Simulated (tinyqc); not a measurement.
## CMOS inverter, nodal equation and switching: effect of the slope factor

An n-channel pull-down (bn, VTn) and a p-channel pull-up (bp, VTp) share the input Vin and the output node Vout, which carries the load C. Transistor (EKV form, voltages against the body): I = 2 n b Vt^2 [F(vp - Vs) - F(vp - Vd)] from drain to source, F(v) = ln^2(1 + exp(v/(2 Vt))), vp = (Vg - VT + sg |Vd - Vs|)/n. n-channel bodies are at 0; for the p-channel device all voltages are counted down from Vdd. b in uA/V^2 gives I in uA. Static: In = Ip. Transient: C dVout/dt = Ip - In. No velocity saturation, no gate capacitance beyond C.

VM solves In = Ip with Vin = Vout; VIL and VIH are the inputs of gain -1, NML = VIL - Vout(VIH), NMH = Vout(VIL) - VIH. For a step input the delay to Vdd/2 is tHL = C times the integral of dV/(In - Ip) from Vdd/2 to Vdd at Vin = Vdd, and tLH likewise with Ip - In from 0 to Vdd/2 at Vin = 0.

Parameters, values chosen for the exercise: temperature T = 400 K; supply voltage Vdd = 0.75 V; drain-induced barrier lowering sg = 0.082; n-channel threshold VTn = 0.27 V; p-channel threshold (magnitude) VTp = 0.45 V; gain factor of the pull-down transistor bn = 750 uA/V^2; gain factor of the pull-up transistor bp = 980 uA/V^2; load capacitance C = 0.49 fF.

Constants: q = 1.602176634e-19 C, kB = 1.380649e-23 J/K, Vt = kB T/q. Results are converted to the units shown.

Result of one run:
```
n    VM (V)  gain at VM  NML (V)  NMH (V)  tHL (ps)  tLH (ps)
1.4  0.3011      -12.12   0.2044   0.3643     2.481     4.326
```

What becomes of these results when the slope factor n is changed from 1.4 to 1.6, all else the same?

Result of the changed run:
```
n    VM (V)  gain at VM  NML (V)  NMH (V)  tHL (ps)  tLH (ps)
1.6  0.3023      -12.11   0.2027   0.3601     2.827     4.887
```

The whole series:
```
n    VM (V)  gain at VM  NML (V)  NMH (V)  tHL (ps)  tLH (ps)
1    0.2988      -12.12   0.2087   0.3732     1.800     3.131
1.1  0.2994      -12.12   0.2075   0.3709     1.965     3.436
1.2  0.2999      -12.12   0.2064   0.3686     2.135     3.738
1.3  0.3005      -12.12   0.2054   0.3664     2.308     4.035
1.4  0.3011      -12.12   0.2044   0.3643     2.481     4.326
1.5  0.3017      -12.12   0.2035   0.3622     2.654     4.610
1.6  0.3023      -12.11   0.2027   0.3601     2.827     4.887
```

As n goes from 1 to 1.6, VM rises from 0.299 to 0.302 V, the size of the gain stays near 12.1, tHL rises from 1.80 to 2.83 ps and tLH rises from 3.13 to 4.89 ps. The smaller margin is largest, 0.209 V, at n = 1 among the rows.

Numbers from tinyqc (`OMP_NUM_THREADS=1 python tinyqc.py 2340146 2340147 out.jsonl`; about 0.06 s on one thread of a shared Intel Xeon 2.30GHz).
